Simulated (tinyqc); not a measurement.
# Worked calculation: transfer-length model of a contact

tinyqc, about 0.01 s, one thread, Intel Xeon 2.30GHz (shared host): `OMP_NUM_THREADS=1 python tinyqc.py 2760041 2760042 out.jsonl` Printed values are rounded.

A metal contact of length d and width W on a thin layer of the same width. The metal has no resistance, the sheet resistance under it equals Rsh, and current enters the layer at the front edge x = 0.

Parameters, values chosen for the exercise: contact length d = 0.052 um; contact width W = 1.6 um.

## Straight-line fit

```
gap	L (um)	R_T (ohm)
1	0.063	161.27
2	0.096	202.52
3	0.15	270.02
4	0.23	370.02
5	0.35	520.02
```

Pairs of such contacts at gaps L have R_T = Rsh L/W + 2 Rc. The values of R_T were made from Rsh and rc and are treated as data. Least squares: slope = sum (L - mean L)(R_T - mean R_T)/sum (L - mean L)^2, intercept = mean R_T - slope mean L. Rsh = slope W, Rc = intercept/2, and A = Rc/slope is half the distance from the origin to the zero of the line.

slope = 1250 ohm/um
intercept = 82.52 ohm
Rsh = 2000 ohm/sq
Rc = 41.26 ohm
A = 0.0330080 um

## Iteration 1: transfer length

Lt at the start = 0.0330080 um

A = Lt coth(d/Lt) is solved for Lt, starting from Lt = A. Lt(new) = sqrt(Lt A tanh(d/Lt)), the geometric mean of the old value and the plain step.

Lt after iteration 1 = 0.0316236 um

## Iteration 2: transfer length

As before.

Lt after iteration 2 = 0.0311249 um

## Course of the iteration

Stop when Lt changes by less than 1e-9 of itself, or after 40 iterations.

Course of the iteration:
```
iteration	Lt (um)	relative change
1	0.0316236	0.0419
2	0.0311249	0.0158
3	0.0309377	6.01e-3
4	0.0308664	2.30e-3
5	0.0308391	8.84e-4
6	0.0308286	3.40e-4
7	0.0308246	1.31e-4
8	0.0308231	5.02e-5
9	0.0308225	1.93e-5
...	...	...
12	0.0308221	1.09e-6
13	0.0308221	4.21e-7
14	0.0308221	1.62e-7
15	0.0308221	6.21e-8
16	0.0308221	2.39e-8
17	0.0308221	9.17e-9
18	0.0308221	3.53e-9
19	0.0308221	1.35e-9
20	0.0308221	5.21e-10
```

Converged in 20 iterations.

## Contact resistivity

converged Lt = 0.0308221 um

rc = Rsh Lt^2. Short cuts: Rsh A^2 (long contact, Lt = A) and Rc W d (short contact, even current).

rc = 1.90000e-8 ohm cm^2
Rsh A^2 = 2.17906e-8 ohm cm^2
Rc W d = 3.43283e-8 ohm cm^2

The extracted rc is within 0.01 % of the value 1.9e-8 ohm cm^2 that made the data. The long-contact form is 15 % above the extracted value and the short-contact form 81 % above it; both can only overstate it.
